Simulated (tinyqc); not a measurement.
What moves the results: hole subbands of a hard-walled well, four-band Luttinger model. A value that a table varies takes the place of the one given here.

Hole energies are counted downwards from the unstrained band edge, c = hbar^2/2m0. After the usual block transformation one block is H = [[P + Q - Zs, R - i S], [R + i S, P - Q + Zs]] in (heavy, light), with P +/- Q = c [(g1 +/- g2) k^2 + (g1 -/+ 2 g2) kz^2], R = sqrt(3) c gR k^2, S = 2 sqrt(3) c g3 k kz, kz = -i d/dz; axial approximation gR = (g2 + g3)/2. Zs = b (e_par - e_perp) is the shear part of the strain (the hydrostatic part shifts all levels alike and is left out). Basis sqrt(2/L) sin(n pi z/L), n = 1 to N, for each component: kz^2 gives (n pi/L)^2 and the heavy-light block is R delta_nm - 2 sqrt(3) c g3 k D_nm with D_nm = 4 n m/(L (n^2 - m^2)) for n + m odd, 0 otherwise. The other block has the same levels. The split-off band is left out, a severe simplification for a spin-orbit splitting near 0.04 eV.

Constants: hbar^2/2m0 = 3.80998211 eV angstrom^2.

Inputs chosen for the exercise (near those of Si; shifted at random, so the results belong to these values and not to a real crystal): g1 = 4.28 (Luttinger gamma1); g2 = 0.34 (gamma2); g3 = 1.45 (gamma3); L = 50 angstrom (well width along [001]); Zs = 0 eV (shear strain energy); k = 0.053 1/angstrom (wave vector in the plane); Zlist = (-0.0259, -0.0149, -0.0089, -0.004, 0, 0.0053, 0.0143) eV (shear strain energies (negative: tension in the plane, for b < 0)).

## Which coupling does what

N = 20, at the given k. Diagonal: R = S = 0. Along [100] and [110] gR is g2 and g3 instead of their mean.

Hole energies (meV):

| model | E1 | E2 | E3 | E4 |
|---|---|---|---|---|
| diagonal | 103.59 | 116.77 | 266.04 | 340.58 |
| R alone | 92.33 | 128.03 | 262.51 | 344.11 |
| S alone | 90.42 | 97.17 | 261.84 | 307.22 |
| axial | 79.07 | 107.72 | 259.64 | 309.66 |
| [100] | 87.45 | 100.03 | 261.50 | 307.59 |
| [110] | 70.06 | 115.37 | 256.61 | 313.11 |

What can be read from the table?

The couplings move E1 by -24.52 meV: R alone by -11.26, S alone by -13.17, so S matters more at k L/pi = 0.84 (R grows as k^2 and joins equal n, S as k and joins n of opposite parity). Warping spreads E1 by 17.39 meV between [100] and [110], the hole being heavier along [110]; the axial value lies between them.

## Strain

N = 20. dE is the rise of the top subband from k = 0 to k1 = pi/(4L), m1 = c k1^2/dE (dash if dE is not positive), and the heavy weight is taken at k = pi/L.

Top subband:

| Zs (eV) | HH1 (meV) | LH1 (meV) | dE (meV) | heavy weight | m1 (m0) |
|---|---|---|---|---|---|
| -0.0259 | 80.0 | 48.7 | 2.256 | 0.203 | 0.417 |
| -0.0149 | 69.0 | 59.7 | 1.955 | 0.308 | 0.481 |
| -0.0089 | 63.0 | 65.7 | 2.297 | 0.394 | 0.409 |
| -0.0040 | 58.1 | 70.6 | 3.022 | 0.478 | 0.311 |
| 0.0000 | 54.1 | 74.6 | 3.132 | 0.551 | 0.300 |
| 0.0053 | 48.8 | 79.9 | 3.214 | 0.642 | 0.292 |
| 0.0143 | 39.8 | 88.9 | 3.308 | 0.762 | 0.284 |

What can be read from the table?

HH1 and LH1 cross at Zs = -2 c g2 (pi/L)^2 = -0.0102 eV; for more negative Zs the light hole is on top. Among the rows with HH1 on top, m1 goes from 0.409 to 0.284 m0 as the splitting widens from 3 to 49 meV, against the unmixed 1/(g1 + g2) = 0.216: compression lightens the holes here. m1 describes the neighbourhood of k = 0 only; where HH1 and LH1 lie close, the band may peak further out.

## Size of the sine basis

The four lowest hole energies at the given k for growing N.

Hole energies (meV):

| N | E1 | E2 | E3 | E4 |
|---|---|---|---|---|
| 2 | 80.431 | 109.977 | 281.095 | 355.483 |
| 3 | 79.487 | 108.145 | 262.492 | 314.882 |
| 4 | 79.265 | 107.978 | 260.501 | 310.790 |
| 6 | 79.133 | 107.794 | 259.875 | 309.968 |
| 10 | 79.085 | 107.733 | 259.684 | 309.718 |
| 20 | 79.073 | 107.718 | 259.637 | 309.657 |
| 40 | 79.071 | 107.716 | 259.631 | 309.649 |
| 80 | 79.071 | 107.716 | 259.630 | 309.648 |

Is N = 3 enough for 1 meV in the two lowest levels?

Yes: against N = 80, N = 3 errs by up to 0.43 meV in E1 and E2, always upwards, as a variational basis must. Both are within 0.1 meV of N = 80 from N = 6 on; N = 40 and N = 80 differ by 2.5e-04 meV at most.

## What each parameter does

N = 20; the three lowest hole energies at the given k and the heavy weight of the lowest. Each row changes one parameter from the base and keeps the others.

Results:

| case | E1 (meV) | E2 (meV) | E3 (meV) | heavy weight |
|---|---|---|---|---|
| base | 79.07 | 107.72 | 259.64 | 0.622 |
| g1 = 4.62 | 88.70 | 118.28 | 283.28 | 0.630 |
| g2 = 0.37 | 78.68 | 107.84 | 257.41 | 0.630 |
| g3 = 1.33 | 82.18 | 109.96 | 260.59 | 0.639 |
| L = 40 angstrom | 112.46 | 146.88 | 382.91 | 0.745 |
| Zs = 0.01 eV | 74.61 | 110.65 | 253.61 | 0.803 |
| k = 0.0371 1/angstrom | 68.67 | 88.57 | 238.74 | 0.819 |

What does this show?

The largest shifts from the base row, up to three for each result and ties (the steps differ in size, so this ranks the rows, not the parameters). E1 (meV): L +33.39, k -10.40, g1 +9.63. E2 (meV): L +39.16, k -19.14, g1 +10.56. E3 (meV): L +123.28, g1 +23.64, k -20.90. heavy weight: k +0.197, Zs +0.181, L +0.123.

Computed by tinyqc, a small Python program: `OMP_NUM_THREADS=1 python tinyqc.py 1280635 1280636 out.jsonl` (the numbers bound the seed that draws the inputs); one thread of a shared host (Intel(R) Xeon(R) Processor @ 2.30GHz), about 0.1 s for the whole set of steps.
